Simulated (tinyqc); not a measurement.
Swing of the coupled dose with resist thickness: standing waves and exposure in a photoresist film.

Normal incidence from air. Unexposed resist: N1 = n1 + i k1 with k1 = (A + B) lam/(4 pi), lam in micrometres. r01 = (1 - N1)/(1 + N1), t01 = 2/(1 + N1). Substrate Ns = ns + i ks: r12 = (N1 - Ns)/(N1 + Ns). With p = exp(2 pi i N1 d/lam), the field at depth z is E(z) = t01 [exp(2 pi i N1 z/lam) + r12 p^2 exp(-2 pi i N1 z/lam)]/(1 + r01 r12 p^2), the relative intensity I(z) = n1 |E(z)|^2 and the reflectance R = |(r01 + r12 p^2)/(1 + r01 r12 p^2)|^2.

Values chosen for the exercise (a resist on Al, indices near tabulated ones; not measured data): lam = 248 nm (vacuum wavelength); n1 = 1.77 (resist index); A = 0.09 1/micrometre (bleachable absorption (Dill A)); B = 0.82 1/micrometre (fixed absorption (Dill B)); d = 534 nm (resist thickness); ns = 0.187 (substrate n); ks = 3.013 (substrate k).

The mean of I is taken over 800 depths; the relative dose to clear is taken as 1/(mean of I over the lowest period, 60 depths), scaled to 1 in the first row.

Swing:

| d (nm) | R | mean I | relative dose |
|---|---|---|---|
| 534.0 | 0.4381 | 1.0495 | 1.000 |
| 545.7 | 0.5319 | 0.8563 | 1.211 |
| 557.4 | 0.5011 | 0.8940 | 1.141 |
| 569.0 | 0.3368 | 1.1659 | 0.872 |
| 580.7 | 0.1215 | 1.5181 | 0.680 |
| 592.4 | 0.1946 | 1.3687 | 0.769 |
| 604.1 | 0.4016 | 0.9994 | 1.059 |
| 615.7 | 0.4965 | 0.8257 | 1.269 |
| 627.4 | 0.4657 | 0.8602 | 1.201 |
| 639.1 | 0.3002 | 1.1074 | 0.931 |
| 650.8 | 0.0937 | 1.4120 | 0.740 |
| 662.4 | 0.1640 | 1.2830 | 0.828 |
| 674.1 | 0.3676 | 0.9554 | 1.119 |

The period is 70.1 nm, six rows. The relative dose swings between 0.680 and 1.269, a ratio (max - min)/mean of 0.597, against the estimate 4 sqrt(|r01|^2 |r12|^2) exp(-(A + B) d) = 0.642 for the oscillating part alone; the ratio from the table also holds the slow rise from absorption, 11.9 % over two periods, so the two are not strictly comparable. The dose is least sensitive to thickness at an extremum; the lowest dose listed is at 580.7 nm.

Program tinyqc; command `OMP_NUM_THREADS=1 python tinyqc.py 1651182 1651183 out.jsonl`; about 0.01 s on one thread of a shared Intel(R) Xeon(R) Processor @ 2.30GHz.
